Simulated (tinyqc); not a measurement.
## Slope factor and drain-induced lowering from three currents

Inverse problem. With source and body at 0 V, I = A exp((Vg + dd Vd)/(nf Vt)) (1 - exp(-Vd/Vt)). Find nf, the swing nf Vt ln 10 and dd.

Inputs (values chosen for the exercise):
```
symbol  value  unit      meaning
T         378     K  temperature
```

Constants: q = 1.602176634e-19 C, kB = 1.380649e-23 J/K, Vt = kB T/q. Results are converted to the units shown.

currents at (Vg, Vd) = (0, 0.05), (0, 0.7) and (0.1, 0.7) V (nA/um): 0.61891114  1.9026032  18.184327

Solution. The pair at equal Vd gives nf; the pair at equal Vg, after dividing out the factors 1 - exp(-Vd/Vt), gives dd.

nf = 1.360
swing = 102.0 mV/decade
dd = 0.06000

Numbers from tinyqc (`OMP_NUM_THREADS=1 python tinyqc.py 2242109 2242110 out.jsonl`; about 0.03 s on one thread of a shared Intel Xeon 2.30GHz).
